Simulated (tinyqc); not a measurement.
# Minority carriers and saturation current of a heavily doped emitter: effect of temperature on the narrowing factor

n-type, parabolic bands, full ionisation. eta = (EF - Ec)/kB T solves N = Nc F12(eta), F12(x) = (2/sqrt(pi)) int_0^infinity sqrt(u)/(1 + exp(u - x)) du. The gap shrinks rigidly by dEg = a3 y^(1/3) + a4 y^(1/4) + a2 y^(1/2), y = N/1e18 cm^-3, an empirical law that is here taken as the true narrowing.

Nc is given at 250 K and scales as T^1.5; dEg is held. The factor nie^2/ni^2 = exp(dEg/kB T) g, g = F12(eta) exp(-eta), divides the current gain of a transistor with this emitter.

Parameters, values chosen for the exercise; band and dielectric values close to those of silicon: conduction-band density of states at 250 K Nc = 2.11e19 cm^-3; ionised donor density N = 7.4e18 cm^-3; coefficient of (N/1e18)^(1/3) a3 = 18.1 meV; coefficient of (N/1e18)^(1/4) a4 = 12.4 meV; coefficient of (N/1e18)^(1/2) a2 = 3.9 meV.

Constants: q = 1.602176634e-19 C, kB = 1.380649e-23 J/K, Vt = kB T/q. Results are converted to the units shown.

Results:
```
T (K),eta,g,nie^2/ni^2,its logarithm
150,-0.01752,0.7679,130.0,4.868
200,-0.5410,0.8419,39.51,3.677
250,-0.9244,0.8839,19.21,2.956
350,-1.478,0.9281,8.370,2.125
400,-1.692,0.9407,6.445,1.863
450,-1.878,0.9500,5.256,1.659
```

Estimate the missing row, T = 300 K.

Computed row:
```
T (K),eta,g,nie^2/ni^2,its logarithm
300,-1.227,0.9103,11.84,2.472
```

With this row back in the table: The factor falls from 130 to 5.26. Its slope against q/kB T is 61.6 meV between the first two rows and 63.3 meV between the last two, against dEg = 66.3 meV: degeneracy takes back part of the narrowing. The factor grows on cooling, so the current gain of such a transistor falls.

Range of the model: Band tails, non-parabolic bands and incomplete ionisation are left out.

tinyqc, about 0.01 s, one thread, Intel Xeon 2.30GHz (shared host): `OMP_NUM_THREADS=1 python tinyqc.py 2330071 2330072 out.jsonl`
